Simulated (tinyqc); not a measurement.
Debye-Callaway model of lattice thermal conductivity: one step, computed by the program tinyqc. Command: `OMP_NUM_THREADS=1 python tinyqc.py 3030233 3030234 out.jsonl callaway walk`. One thread of a shared host (Intel(R) Xeon(R) Processor @ 2.30GHz), about 0.01 s of CPU time with the checks.

Three acoustic branches with one velocity v, cut at omega_D = k_B Theta/hbar; x = hbar omega/(k_B T). v and Theta are separate inputs: Theta cuts off the heat-carrying modes, so C need not reach 3 k_B/V. gamma is an effective value that sets the umklapp rate. Heat flows along the wire.

Question. Scattering rates at one frequency. Rates: point defects A omega^4; umklapp B omega^2 T exp(-Theta/(b T)) with B = hbar gamma^2/(M v^2 Theta). Boundaries: v/Lambda_B with Lambda_B = D (1 + p)/(1 - p). The resistive time is tau_R = 1/(boundary + point-defect + umklapp rates), and the free path is v tau_R.

Inputs (values chosen for the exercise, modelled on germanium):
```
quantity                              value        unit
sound velocity v                       3750         m/s
Debye temperature Theta                 367           K
mean atomic mass M                    72.63           u
effective Grueneisen parameter gamma   2.06           -
umklapp exponent divisor b                2           -
wire diameter D                        0.49  micrometre
specularity p                           0.8           -
temperature T                           600           K
probe frequency omega/omega_D          0.58           -
```

Sample: wire. Point defects: vacancies. Normal processes: left out.

Rayleigh coefficient A = 6.752583e-43 s^3

Constants: k_B = 1.380649e-23 J/K; hbar = 1.054571817e-34 J s; u = 1.6605390666e-27 kg.

Give: omega; Rates; tau_R; free path.

Answer.

omega = 2.7868e+13 rad/s

Rates:
```
process        rate (1/s)  rate x tau_R
boundaries     8.5034e+08     0.0012985
point defects  4.0726e+11       0.62191
umklapp        2.4675e+11       0.37679
```

tau_R = 1.5270e-12 s

free path = 5.7264 nm

The strongest resistive process at this frequency: point defects, 62 % of the resistive rate.
